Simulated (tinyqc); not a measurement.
Gated two-dimensional channel with two bands, quantum capacitance: two steps of the calculation.

phi is the Fermi level above the lowest band edge, in volts; Vg is counted from the gate voltage at which an empty channel would have phi = 0. The channel has no thickness; trap charge is -q Dit phi.

Values chosen for this exercise; lowest band close to that of a thin germanium body:
- T = 400 K (temperature)
- eox = 3.9 (relative permittivity of the gate insulator (close to silicon dioxide))
- tox = 1.1 nm (insulator thickness)
- md = 0.0822 m0 (in-plane mass)
- gv = 1 (valley degeneracy)
- m2 = 0.2 m0 (in-plane mass of a second band, chosen freely)
- g2 = 6 (valley degeneracy of that band, chosen freely)
- E2 = 0.29 eV (second band edge above the first)
- Dit = 0 cm^-2 eV^-1 (density of traps)
- Vg = 0.82 V (gate voltage)

Constants: q = 1.602176634e-19 C, kB = 1.380649e-23 J/K, hbar = 1.054571817e-34 J s, m0 = 9.1093837015e-31 kg, Vt = kB T/q, eps0 = 8.8541878128e-14 F/cm where lengths are in cm. Results are converted to the units shown.

Problem 1. Gate capacitance. Cox = eps0 eox/tox.

Give: Cox.

Solution 1.

Cox = 3.139 uF/cm^2

Problem 2. New phi. D1 = gv md m0 q/(pi hbar^2), D2 = g2 m2 m0 q/(pi hbar^2) per eV; n1 = D1 Vt ln(1 + exp(phi/Vt)), n2 = D2 Vt ln(1 + exp((phi - E2)/Vt)), n = n1 + n2; Cq = q dn/dphi = q [D1/(1 + exp(-phi/Vt)) + D2/(1 + exp((E2 - phi)/Vt))]. Newton: f = phi + q (n + Dit phi)/Cox - Vg, phi(new) = phi - f/(1 + (Cq + q Dit)/Cox).

phi at the start = 0.01 V
Cox = 3.1392120 uF/cm^2

Give: n1; n2; Cq; f; phi after iteration 1.

Solution 2.

n1 = 1.004e12 cm^-2
n2 = 5.124e9 cm^-2
Cq = 3.171 uF/cm^2
f = -0.7585 V
phi after iteration 1 = 0.3873 V

Numbers from tinyqc (`OMP_NUM_THREADS=1 python tinyqc.py 2200143 2200144 out.jsonl`; about 0.01 s on one thread of a shared Intel Xeon 2.30GHz).
